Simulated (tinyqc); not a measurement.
Potential-pH (Pourbaix) lines of a metal, its cation, its oxide and an oxyanion, with a complexing ligand: one step, computed by the program tinyqc.

Potentials are against the standard hydrogen electrode; solids and water have unit activity; dG_f of M, H+ and the electron is zero; F = e N_A and s = R T ln(10)/F. The cation carries z = 2.

Task: A complexing ligand. M2+ + 2e = M; MO + 2H+ + 2e = M + H2O; MO2(2-) + 4H+ + 2e = M + 2H2O. For each, E0 = -dG/(z F), and E = E0 + (s/z) log10 a - (s n_H/z) pH, with no activity term for the oxide. The free ligand is c_L/(1 + 10^(pKa - pH)) (ligand in excess); dissolved metal is a in all, so the free cation is a/alpha, alpha = 1 + beta [L]; the cation line drops by (s/z) log10 alpha.

Inputs (values chosen for the exercise, modelled on iron):
```
quantity                                     value   unit
temperature T                               298.15      K
log10 of the dissolved activity a               -5      -
pH                                             3.7      -
log10 of the stability constant beta of ML       9      -
pKa of HL                                      8.4      -
total ligand c_L                            0.0011  mol/L
```

Species: M, M2+, MO, MO2(2-).

E0 (V): cation -0.4033256, oxide -0.0845724, oxyanion 0.8590425

s = 0.05915935 V

Give: free ligand; log10 alpha; cation line with ligand; that line less the oxide line.

Result:

free ligand = 2.195e-08 mol/L

log10 alpha = 1.361

cation line with ligand = -0.5915 V

that line less the oxide line = -0.2880 V
